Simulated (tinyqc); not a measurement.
Comparisons within one model: phonon-assisted absorption at an indirect gap. A value that a table varies takes the place of the one given here.

alpha(E) = sum_j A_j [N_j (E - Eg + w_j)^2 + (N_j + 1)(E - Eg - w_j)^2], each bracket counted only where its base is positive; N_j = 1/(exp(w_j/kB T) - 1). The first term absorbs a phonon and the second emits one; excitons and direct transitions are left out.

Photodiode (Gaertner form with a dead layer): QE = (1 - R) exp(-alpha xj) [1 - exp(-alpha W)/(1 + alpha L)], R = ((nr - 1)/(nr + 1))^2; responsivity = QE/E in A/W for E in eV.

Constants: kB = 8.617333262e-05 eV/K.

Values chosen for the exercise (loosely those of GaP at room temperature; Eg is not tied to T; not measured data): Eg = 2.233 eV (indirect gap, held fixed unless listed); w = (46.9, 12.6) meV (two zone-edge phonons); A = (4800, 1100) 1/(cm eV^2) (their strengths); T = 400 K; nr = 3.38 (refractive index); xj = 0.25 micrometre (dead layer at the surface); W = 0.59 micrometre (depleted width); L = 39 micrometre (minority diffusion length below it); E = 2.447 eV (photon energy).

## The square root of alpha at three temperatures

The gap is held fixed, so only the phonon occupations change.

sqrt(alpha) (1/cm^(1/2)):
```
E - Eg (eV)     4 K   300 K   600 K
-0.04         0.000   0.211   0.393
-0.02         0.000   0.822   1.533
0.00          0.000   1.528   2.789
0.02          0.245   2.490   4.366
0.04          0.909   3.748   6.276
0.07          2.487   6.097   9.626
0.10          4.684   8.962  13.499
0.15          8.473  14.047  20.321
0.20         12.294  19.253  27.305
0.30         19.959  29.774  41.429
0.45         31.471  45.639  62.741
0.60         42.988  61.535  84.103
```

Below the gap only phonon absorption acts: at E - Eg = -0.02 eV sqrt(alpha) is 0.000, 0.822 and 1.533 at 4, 300 and 600 K. A straight line through the last two rows meets the axis at E - Eg = +0.0401, +0.0193 and +0.0094 eV: the intercept is roughly a weighted mean of the thresholds, not the gap, and it moves from the emission side towards Eg as the occupations grow. At the last row alpha grows by a factor 3.83 from the lowest to the highest temperature at fixed gap.

## Spectral response

Response:
```
E (eV)  wavelength (nm)  alpha (1/cm)  1/alpha (micrometre)  dead layer  collected     QE    A/W
2.25                551          9.02              1.11e+03       1.000      0.034  0.024  0.011
2.29                541          37.7                   265       0.999      0.130  0.092  0.040
2.35                528           157                  63.6       0.996      0.386  0.271  0.115
2.43                510           476                  21.0       0.988      0.659  0.459  0.189
2.53                490      1.13e+03                  8.86       0.972      0.827  0.567  0.224
2.68                463      2.64e+03                  3.79       0.936      0.924  0.610  0.228
2.88                431      5.65e+03                  1.77       0.868      0.969  0.593  0.206
3.13                396      1.10e+04                 0.908       0.759      0.988  0.529  0.169
3.43                361      1.98e+04                 0.505       0.610      0.996  0.428  0.125
3.83                324      3.55e+04                 0.282       0.412      0.999  0.290  0.076
```

QE is highest, 0.610, at 2.68 eV of those listed and the responsivity at 2.68 eV; reflection alone caps QE at 0.705. Near the gap weak absorption limits it (collected share 0.034); at the top the dead layer passes 0.412. Far above the gap the quadratic law and a constant index are only rough; in the real crystal direct transitions take over near 2.8 eV, so the rows above that understate alpha.

## What moves the response

At the energy E. Each row changes one parameter from the base and keeps the others.

Results:
```
case                 alpha (1/cm)      QE
base                        566.7  0.4855
Eg = 2.213 eV               684.3  0.5114
T = 450 K                   637.9  0.5021
W = 1.18 micrometre         566.7  0.4924
L = 19.5 micrometre         566.7  0.3756
xj = 0.5 micrometre         566.7  0.4787
nr = 3.55                   566.7  0.4725
```

The largest shifts from the base row, up to three for each result and ties (the steps differ in size, so this ranks the rows, not the parameters). alpha (1/cm): Eg +118, T +71.2; unchanged at the printed digits by W, L, xj and nr. QE: L -0.1099, Eg +0.0259, T +0.0166.

Computed by tinyqc, a small Python program: `OMP_NUM_THREADS=1 python tinyqc.py 1650870 1650871 out.jsonl` (the numbers bound the seed that draws the inputs); one thread of a shared host (Intel(R) Xeon(R) Processor @ 2.30GHz), about 0.01 s for the whole set of steps.
